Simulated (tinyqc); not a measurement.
Worked calculation: solid solubility of a dopant against its melt (retrograde solidus), clustering and the electrically active fraction. Computed by tinyqc, a small Python program that keeps every step. Command: `OMP_NUM_THREADS=1 python tinyqc.py 3003622 3003623 out.jsonl retro walk`. One thread of a shared host (Intel(R) Xeon(R) Processor @ 2.30GHz), about 0.01 s of CPU time with the checks. Intermediate numbers are printed to about 6 digits and carried at full precision; extremes and crossings named in words are read from the listed rows.

Inputs (values chosen for the exercise, of the order of those of gallium in silicon for the solubility):

| quantity | value | unit |
|---|---|---|
| melting point of the host T_m | 1687 | K |
| heat of melting of the host H_f | 50.2 | kJ/mol |
| interaction L of the melt | 3.5 | kJ/mol |
| enthalpy of transfer from melt to solid H | 0.641 | eV |
| entropy of transfer S | -0.52 | k_B |
| site density N0 | 5e+22 | 1/cm^3 |
| temperature T | 1330 | K |
| total dopant density N_t | 1.6e+20 | 1/cm^3 |
| atoms per cluster m | 4 | - |
| cluster scale N* at 1273 K | 2.6e+20 | 1/cm^3 |
| activation energy E_b of the cluster scale | 0.26 | eV |
| anneal temperature T_a | 1350 | K |
| mobility mu | 60 | cm^2/(V s) |

Clustering: clusters of m atoms, electrons left out.

Constants: R = 8.314462618 J/(mol K); k_B = 8.617333262e-05 eV/K; e = 1.602176634e-19 C; N_A = 6.02214076e+23 1/mol.

## Liquidus and solidus at T

x_l and x_s are atom fractions of the dopant in melt and solid; the solid is dilute. Liquidus of the host: R T ln(1 - x_l) + L x_l^2 = -H_f (1 - T/T_m). Distribution: k = x_s/x_l = exp[L (1 - x_l)^2/(R T)] exp(S/k_B - H/(k_B T)), the first factor being the activity coefficient in the melt. Solubility = x_s N0; at T_m x_l = 0.

x_l = 0.667720

distribution coefficient k = 0.00229297

x_s = 0.00153106

solubility = 7.65530e+19 1/cm^3

k at the melting point = 0.00928109

k has changed by a factor 0.25 from its value at T_m, while x_l has grown from 0 to 0.668.

## The retrograde maximum

The largest x_s N0 between 900 K and T_m. For an ideal melt with constant heats the maximum has x_l = H_f/(H + H_f), H in the same units.

temperature of the maximum = 1462.77 K

largest solubility = 9.12912e+19 1/cm^3

x_l there = 0.455774

ideal-melt value H_f/(H + H_f) = 0.448026

The maximum lies 224 K below T_m: above it the melt runs out of dopant, below it k falls as exp(-H/(k_B T)).

## The solidus

The formulas are those given above.

Against temperature:

| T (K) | x_l | k | solubility (1/cm^3) | over the maximum |
|---|---|---|---|---|
| 1000 | 0.941078 | 0.00035019 | 1.64778e+19 | 0.180497 |
| 1100 | 0.890676 | 0.00069078 | 3.07629e+19 | 0.336975 |
| 1200 | 0.814598 | 0.00122271 | 4.98007e+19 | 0.545515 |
| 1300 | 0.706897 | 0.00200101 | 7.07255e+19 | 0.774724 |
| 1400 | 0.563598 | 0.00310126 | 8.73931e+19 | 0.957301 |
| 1500 | 0.386161 | 0.00463901 | 8.95703e+19 | 0.981149 |
| 1580 | 0.225826 | 0.00629357 | 7.10624e+19 | 0.778415 |
| 1640 | 0.099786 | 0.00784672 | 3.91497e+19 | 0.428844 |
| 1675 | 0.025473 | 0.00889542 | 1.13297e+19 | 0.124105 |

Between the first rows the Arrhenius energy of the solubility is 0.59 eV, against H = 0.641 eV; it shrinks to zero at 1463 K and turns negative beyond. A crystal saturated at the maximum precipitates dopant-rich liquid on cooling and on heating alike. Below a eutectic or compound temperature another phase would set the limit.

## Active fraction after the anneal

A highly soluble donor (another dopant than that of the solidus) is limited by clustering. Donors N_a are active, and clusters hold m atoms each: N_t = N_a + m C, m C = N* (N_a/N*)^m, with N*(T) = N*(1273 K) exp[-(E_b/k_B)(1/T - 1/1273)]. Resistivity = 1/(e mu N_a).

N*(T_a) = 2.97635e+20 1/cm^3

active density N_a = 1.43788e+20 1/cm^3

active fraction = 0.898674

resistivity = 0.723462 milliohm cm

Doubling the dose would raise N_a by only 56 %. Caution: this clustering law is a generic form; degeneracy and a doping-dependent mobility are left out.

## Active against total

A highly soluble donor (another dopant than that of the solidus) is limited by clustering. Donors N_a are active, and clusters hold m atoms each: N_t = N_a + m C, m C = N* (N_a/N*)^m, with N*(T) = N*(1273 K) exp[-(E_b/k_B)(1/T - 1/1273)].

Active density (1/cm^3):

| N_t (1/cm^3) | N_a at T_a | fraction | N_a at T_a + 150 K | N_a at T_a - 150 K |
|---|---|---|---|---|
| 1.00e+19 | 9.99962e+18 | 0.999962 | 9.99981e+18 | 9.99912e+18 |
| 3.00e+19 | 2.99694e+19 | 0.998980 | 2.99843e+19 | 2.99296e+19 |
| 1.00e+20 | 9.66857e+19 | 0.966857 | 9.81964e+19 | 9.33432e+19 |
| 2.00e+20 | 1.69036e+20 | 0.845178 | 1.79750e+20 | 1.52533e+20 |
| 5.00e+20 | 2.76931e+20 | 0.553863 | 3.13242e+20 | 2.34562e+20 |
| 1.00e+21 | 3.60367e+20 | 0.360367 | 4.16463e+20 | 2.99016e+20 |
| 2.00e+21 | 4.49646e+20 | 0.224823 | 5.25109e+20 | 3.69285e+20 |
| 5.00e+21 | 5.84139e+20 | 0.116828 | 6.86692e+20 | 4.76577e+20 |

The exponent d ln N_a/d ln N_t falls from 1.00 to 0.29, towards 1/m = 0.250. At the highest dose a 150 K hotter anneal gives 1.18 times the active density, and a later step 150 K cooler would cut it to 0.82 if it ran to equilibrium: short hot anneals come last. For ionised donors far above n_i the electrons enter the mass action too and halve the limiting exponent.

Checks made by the program: the ideal-melt maximum (relative difference 3e-08).
